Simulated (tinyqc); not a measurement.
Plane-wave Kohn-Sham cycle with exchange-only LDA in a layered model solid, step by step. One step of it, computed by the program tinyqc.

Question. Iteration 2: potential. V_H(G) = 4 pi rho(G)/G^2 for G != 0 (uniform background); v_x = -(3 rho/pi)^(1/3); V = V_ext + V_H + v_x; Fourier components f(G_m) = (1/N) sum_j f(x_j) exp(-i G_m x_j).

A solid whose potential varies along x alone (atomic units):
```
parameter                      value
period a                   15.600000
cross-section of the cell  39.000000
electrons per cell                 2
grid points                       16
plane waves -n..n, n               3
k points                           1
V1 in V1 cos(2 pi x/a)     -0.630000
```

density after iteration 1 (e/bohr^3): 0.00684021  0.00523203  0.00266600  0.00186475  0.00235008  0.00285429  0.00310066  0.00319817  0.00322479  0.00319817  0.00310066  0.00285429  0.00235008  0.00186475  0.00266600  0.00523203

Give: Potentials on the grid; V(G_m), m = 0, 1, 2, ....

Answer.

Potentials on the grid (hartree):
```
x          V_ext      V_H      v_x        V
0.0000   -0.6300   0.0943  -0.1869  -0.7226
0.9750   -0.5820   0.0748  -0.1710  -0.6782
1.9500   -0.4455   0.0331  -0.1365  -0.5489
2.9250   -0.2411  -0.0032  -0.1212  -0.3655
3.9000         0  -0.0238  -0.1309  -0.1547
4.8750    0.2411  -0.0331  -0.1397   0.0683
5.8500    0.4455  -0.0370  -0.1436   0.2649
6.8250    0.5820  -0.0386  -0.1451   0.3984
7.8000    0.6300  -0.0390  -0.1455   0.4456
8.7750    0.5820  -0.0386  -0.1451   0.3984
9.7500    0.4455  -0.0370  -0.1436   0.2649
10.7250   0.2411  -0.0331  -0.1397   0.0683
11.7000        0  -0.0238  -0.1309  -0.1547
12.6750  -0.2411  -0.0032  -0.1212  -0.3655
13.6500  -0.4455   0.0331  -0.1365  -0.5489
14.6250  -0.5820   0.0748  -0.1710  -0.6782
```

V(G_m), m = 0, 1, 2, ... (hartree): -0.1443  -0.2900  0.0036  -0.0025  -0.0011  0.0003  0.0005
